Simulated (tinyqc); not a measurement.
Double-gate transistor, scale length and short-channel effects: effect of the insulator thickness.

A body of thickness ts between two insulators of thickness ti and two tied gates. Below threshold the potential that source and drain add obeys Laplace's equation and vanishes on the gate. Its lowest mode decays along the channel as exp(-k y); k is the smallest positive root of the matching condition at the interface, and the scale length is Lambda = pi/k.

k is the smallest positive root of f(k) = ei cos(k ti) cos(k ts/2) - eps_r sin(k ti) sin(k ts/2). Along the channel psi(y) = s + a exp(y/l) + b exp(-y/l) with psi(0) = Vbi, psi(L) = Vbi + Vds and l = 1/k = Lambda/pi; with A = Vbi - s, B = A + Vds, x = exp(-L/l): a = (B - A x) x/(1 - x^2), b = (A - B x)/(1 - x^2). The minimum is s + 2 sqrt(a b), at y = (l/2) ln(b/a). The long-channel potential follows the gate as s = sT + (Vg - VTL)/m, and the threshold VT is the gate voltage at which the minimum equals sT. Swing = m Vt ln 10/g at threshold, g = d(minimum)/ds = 1 - (b x + a)/((1 + x) sqrt(a b)). DIBL = [VT(0.05 V) - VT(Vds)]/(Vds - 0.05 V). sT and Vbi are held fixed; m = 1.

Inputs (values chosen for the exercise); permittivities: semiconductor made up, insulator close to that of silicon dioxide: temperature T = 250 K; relative permittivity of the semiconductor eps_r = 11.6; relative permittivity of the insulator ei = 3.74; body thickness ts = 6.8 nm; channel length L = 37 nm; potential of the source Vbi = 0.89 V; potential of the barrier top at threshold sT = 0.7 V; drain voltage Vds = 0.6 V.

Constants: q = 1.602176634e-19 C, kB = 1.380649e-23 J/K, Vt = kB T/q. Results are converted to the units shown.

Results:
```
ti (nm)  Lambda (nm)  L/Lambda  VT - VTL at Vds (mV)  DIBL (mV/V)  swing (mV/decade)
0.3           8.6006    4.3020              -0.90304      0.73746             49.751
0.39          9.1043    4.0640               -1.3142       1.0736             49.818
0.65          10.464    3.5360               -3.0285       2.4774             50.094
0.84          11.380    3.2514               -4.7622       3.9008             50.372
1.1           12.549    2.9485               -7.7360       6.3509             50.847
1.4           13.802    2.6808               -11.932       9.8249             51.511
```

Estimate the missing row, ti = 0.5 nm.

Computed row:
```
ti (nm)  Lambda (nm)  L/Lambda  VT - VTL at Vds (mV)  DIBL (mV/V)  swing (mV/decade)
0.5           9.6960    3.8160               -1.9441       1.5890             49.919
```

With this row back in the table: As ti goes from 0.3 to 1.4 nm, Lambda rises from 8.60 to 13.8 nm, DIBL rises from 0.737 to 9.82 mV/V and the swing rises from 49.8 to 51.5 mV a decade. On average Lambda goes as ti^(0.31).

tinyqc, about 0.01 s, one thread, Intel Xeon 2.30GHz (shared host): `OMP_NUM_THREADS=1 python tinyqc.py 2420016 2420017 out.jsonl`
